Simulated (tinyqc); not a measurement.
# Abrupt p-n junction, non-linear Poisson equation by Newton steps: capacitance and field against bias

One dimension, p side on the left, n side on the right; net doping C = -Na for x < 0 and +Nd for x > 0. The potential psi is counted from the intrinsic level, and the quasi-Fermi potentials are flat: 0 for holes and -V for electrons, so n = ni exp((psi + V)/Vt) and p = ni exp(-psi/Vt) (Boltzmann statistics, full ionisation, no current).

The Poisson equation d/dx(eps0 eps_r dpsi/dx) = -q (p - n + C) is solved on a mesh of more than 1000 nodes that ends in neutral material (psi_p = -Vt ln(Na/ni), psi_n = Vt ln(Nd/ni) - V). C_j = q d/dV of the integral of p over x, from the linearised equation. ni = sqrt(Nc Nv) exp(-Eg/(2 Vt)), Eg in volts. Depletion approximation: Vbi = Vt ln(Na Nd/ni^2), W = sqrt(2 eps0 eps_r (Vbi - V)(1/Na + 1/Nd)/q), xp = W Nd/(Na + Nd), xn = W Na/(Na + Nd), peak field 2 (Vbi - V)/W, capacitance eps0 eps_r/W. The last column applies it to an abrupt Na-Nd junction.

Values chosen for this exercise; band and dielectric values those of a made-up semiconductor:
```
symbol    value   unit                                 meaning
T           293      K                             temperature
Eg          1.7     eV                                band gap
eps_r      10.1                          relative permittivity
Nc      4.33e17  cm^-3  conduction-band density of states at T
Nv      1.18e19  cm^-3     valence-band density of states at T
Na       7.3e15  cm^-3          acceptor density of the p side
Nd       3.7e17  cm^-3             donor density of the n side
```

Constants: q = 1.602176634e-19 C, kB = 1.380649e-23 J/K, Vt = kB T/q, eps0 = 8.8541878128e-14 F/cm where lengths are in cm. Results are converted to the units shown.

Results:
```
V (V),peak |E| (kV/cm),C_j (nF/cm^2),1/C_j^2 (cm^4/uF^2),eps0 eps_r/C_j (nm),abrupt depletion C (nF/cm^2)
0.23,60.28,20.50,2379,436.2,20.02
-0.55,73.61,15.99,3910,559.2,15.78
-1.33,85.44,13.56,5435,659.3,13.44
-2.11,96.10,11.99,6957,745.9,11.90
-2.89,105.8,10.86,8479,823.5,10.80
-4.44,123.1,9.324,1.150e4,959.1,9.284
-5.22,130.9,8.763,1.302e4,1021,8.730
-6,138.3,8.292,1.454e4,1078,8.264
```

Estimate the missing row, V = -3.66 V.

Computed row:
```
V (V),peak |E| (kV/cm),C_j (nF/cm^2),1/C_j^2 (cm^4/uF^2),eps0 eps_r/C_j (nm),abrupt depletion C (nF/cm^2)
-3.66,114.7,10.01,9981,893.4,9.960
```

With this row back in the table: With V going from 0.23 to -6 V, C_j falls from 20.5 to 8.29 nF/cm^2 and the peak field rises from 60.3 to 138 kV/cm. The slope of 1/C_j^2, read as N = 2/(q eps0 eps_r |slope|), gives 7.11e15 cm^-3 between the first two rows and 7.16e15 cm^-3 between the last two, against Na Nd/(Na + Nd) = 7.16e15 cm^-3; the slopes of all rows agree within 0.6 %, as for uniform doping at both edges. At the end C_j goes as (Vbi - V)^(-0.50) with Vbi = 1.51 V, and it is 0.34 % above the abrupt depletion formula (at the first row 2.4 % above it).

Numbers from tinyqc (`OMP_NUM_THREADS=1 python tinyqc.py 2000043 2000044 out.jsonl`; about 0.02 s on one thread of a shared Intel Xeon 2.30GHz).
